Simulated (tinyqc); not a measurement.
Epitaxial growth on a vicinal surface: Burton-Cabrera-Frank step flow, step-edge barrier and island nucleation: one step, computed by the program tinyqc.

Adatoms land at rate F, hop on a square grid (a simplification for hexagonal faces), desorb, or join steps. Lengths are in units of a and n is the adatom coverage. Steps ascend at x = 0 and descend at x = l.

Task: Scales. D = nu exp(-E_d/(k_B T)) (a^2/s, nu counted per direction); tau = exp(E_a/(k_B T))/nu; x_s = sqrt(D tau); n_eq = exp(-E_f/(k_B T)); terrace width l = h/(a tan(miscut)); Schwoebel length l_s = exp(E_s/(k_B T)) - 1. Temperatures in kelvin are T(C) + 273.15.

Inputs (values chosen for the exercise, close to those used for Ge(001)):
```
quantity                     value      unit
site spacing a                   4  angstrom
step height h                 1.41  angstrom
diffusion barrier E_d        0.619        eV
desorption energy E_a         2.61        eV
adatom formation energy E_f   1.02        eV
step-edge barrier E_s            0        eV
attempt frequency nu             5       THz
miscut angle                     2   degrees
temperature T                  520         C
```

Constants: k_B = 8.617333262e-05 eV/K.

Give: D; lifetime tau; diffusion length x_s; equilibrium coverage n_eq; terrace width l; Schwoebel length l_s.

Result:

D = 5.831e+08 a^2/s

lifetime tau = 7679 s

diffusion length x_s = 2.116e+06 a

equilibrium coverage n_eq = 3.302e-07

terrace width l = 10.09 a

Schwoebel length l_s = 0 a

l/x_s = 4.77e-6: nearly every adatom reaches a step.
